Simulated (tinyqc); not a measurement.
Self-heating of a transistor with one or more fingers, with temperature-dependent conductivity: one step, computed by the program tinyqc. Command: `OMP_NUM_THREADS=1 python tinyqc.py 3016386 3016387 out.jsonl selfheat walk`. One thread of a shared host (Intel(R) Xeon(R) Processor @ 2.30GHz), about 0.06 s of CPU time with the checks.

N long parallel fingers lie on the top face of a slab whose bottom is held at T_0; the top is otherwise insulated, and heat flows in two dimensions. P in W/mm is 1000 P in W/m.

Question. Extra rise from ballistic phonons. Near a source smaller than the free path, Fourier's law overstates the flow. Rough estimate: a strip that emits phonons into a half space adds a resistance times area of 4 Lambda/(3 kappa_0), from the ballistic flux C v Delta T/4 with kappa_0 = C v Lambda/3, so Delta T_b = 4 Lambda P/(3 kappa_0 w); Knudsen number Lambda/w.

Inputs (values chosen for the exercise, modelled on silicon carbide):

| quantity | value | unit |
|---|---|---|
| conductivity at the base temperature kappa_0 | 398 | W/(m K) |
| power per gate width P | 12 | W/mm |
| width of the heat source w | 0.34 | micrometre |
| phonon free path Lambda | 120 | nm |

Power: fixed power.

largest theta = 100.6444 K

Give: Knudsen number; ballistic rise Delta T_b; Delta T_b / largest theta.

Answer.

Knudsen number = 0.3529

ballistic rise Delta T_b = 14.19 K

Delta T_b / largest theta = 0.1410

By this estimate the ballistic term is at most a fifth of the Fourier rise.
